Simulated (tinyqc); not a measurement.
Equilibrium crystal shape, supported particles, Gibbs-Thomson effect and coarsening: one step, computed by the program tinyqc.

A cubic crystal bounded by {100}, {110} and {111} facets only.

Question. Chemical potential of the particle. For the Wulff shape mu - mu(bulk) = 2 Omega gamma/h, with gamma and h = lambda gamma the energy and distance of any one facet plane, here (111); the vapour pressure rises by exp[(mu - mu(bulk))/(k_B T)].

Inputs (values chosen for the exercise, for a model metal): atoms in the particle N = 630; temperature T = 750 K.

Omega = 14.18631 angstrom^3

gamma (J/m^2): (100) 0.912823, (110) 0.889034, (111) 1.088840

distances of the planes from the centre (nm): {100} 1.230570, {110} 1.198501, {111} 1.467857

Constants: e = 1.602176634e-19 C; k_B = 8.617333262e-05 eV/K.

Give: mu - mu(bulk); pressure ratio.

Answer.

mu - mu(bulk) = 131.4 meV

pressure ratio = 7.633

Caution: below a few thousand atoms edges and corners add to the energy and facets hold few atoms.
